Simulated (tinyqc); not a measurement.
# Inputs raised by 10 %, one at a time

Model: size effects in the resistivity of thin metal films and interconnect lines. Computed by tinyqc, a small Python program. Command: `OMP_NUM_THREADS=1 python tinyqc.py 3029057 3029058 out.jsonl size sens`. One thread of a shared host (Intel(R) Xeon(R) Processor @ 2.30GHz), about 0.01 s of CPU time with the checks.

Electrons lose their drift at surfaces (a share 1 - p of the hits) and at grain boundaries (reflection R), besides bulk scattering. The line sits in a trench with a non-conducting liner on both walls and the bottom; the spacing equals the drawn width.

Inputs (values chosen for the exercise, modelled on ruthenium): bulk resistivity rho_b = 7.71 microohm cm; bulk mean free path lambda = 6.31 nm; specularity p = 0; grain-boundary reflection R = 0.46; drawn line width w = 7.3 nm; grain size over metal width = 1.2; aspect ratio (height over width) = 2.8; liner thickness t = 2.3 nm; line length = 100 micrometre; permittivity of the dielectric k = 3.4.

Geometry: line.

Constants: eps_0 = 8.8541878128e-12 F/m.

Method:
- Metal width w_m = w - 2t, height h_m = (aspect ratio) w - t, grain size D = (ratio) w_m.
- Mayadas-Shatzkes: alpha = (lambda/D) R/(1 - R); rho_b/rho = 1 - 3 alpha/2 + 3 alpha^2 - 3 alpha^3 ln(1 + 1/alpha).
- Fuchs-Sondheimer film: rho_b/rho = 1 - (3/(2 kappa))(1 - p) int_0^1 (s - s^3)(1 - exp(-kappa/s))/(1 - p exp(-kappa/s)) ds, f = rho/rho_b, kappa = thickness/lambda, 80 Gauss-Legendre points.
- Line: the excess of a film of thickness w_m and of a film of thickness h_m are added, rho/rho_b = 1 + (f(w_m) - 1) + (f(h_m) - 1), an estimate that holds best when both sides exceed lambda.
- Total: rho = rho_b [1 + surface excess + grain excess]; resistance per length rho/(w_m h_m); capacitance per length C = 2 k eps_0 (aspect ratio + 1/2), a parallel-plate estimate for two neighbours plus a fixed term for the planes above and below; delay 0.38 R C L^2; effective resistivity per drawn area.

Runs; columns: (1) input moved; (2) from; (3) to; (4) resistivity rho (microohm cm); (5) resistance per length (ohm/micrometre); (6) effective resistivity per drawn area (microohm cm); (7) rho/rho_b from grains:
```
(1)                                    (2)    (3)     (4)     (5)     (6)     (7)
base run                                 -      -  34.474  7038.7  105.03  3.2630
bulk resistivity rho_b (microohm cm)  7.71  8.481  37.922  7742.6  115.53  3.2630
bulk mean free path lambda (nm)       6.31  6.941  37.067  7568.2  112.93  3.4853
grain-boundary reflection R           0.46  0.506  37.942  7746.8  115.59  3.7128
drawn line width w (nm)                7.3   8.03  29.046  4195.4   75.75  2.7893
aspect ratio (height over width)       2.8   3.08  34.348  6302.7  103.45  3.2630
liner thickness t (nm)                 2.3   2.53  39.541  9856.2  147.07  3.7193
line length (micrometre)               100    110  34.474  7038.7  105.03  3.2630
```

Exponents ln(y'/y) / ln(x'/x):
```
input                             resistivity rho  resistance per length  effective resistivity per drawn area  rho/rho_b from grains
bulk resistivity rho_b                      1.000                  1.000                                 1.000                  0.000
bulk mean free path lambda                  0.761                  0.761                                 0.761                  0.691
grain-boundary reflection R                 1.006                  1.006                                 1.006                  1.355
drawn line width w                         -1.798                 -5.429                                -3.429                 -1.646
aspect ratio (height over width)           -0.039                 -1.159                                -0.159                  0.000
liner thickness t                           1.439                  3.532                                 3.532                  1.373
line length                                 0.000                  0.000                                 0.000                  0.000
```

Which inputs matter most for each result?

Among the inputs moved here: resistivity rho answers most in size to drawn line width w (exponent -1.798), next to liner thickness t (+1.439); its exponent is below 0.0005 for line length. Its exponent +1.000 in bulk resistivity rho_b: everything scales with rho_b at fixed lambda. Resistance per length answers most in size to drawn line width w (exponent -5.429), next to liner thickness t (+3.532); its exponent is below 0.0005 for line length. Effective resistivity per drawn area answers most in size to liner thickness t (exponent +3.532), next to drawn line width w (-3.429); its exponent is below 0.0005 for line length. rho/rho_b from grains answers most in size to drawn line width w (exponent -1.646), next to liner thickness t (+1.373); its exponent is below 0.0005 for bulk resistivity rho_b, aspect ratio (height over width), line length.
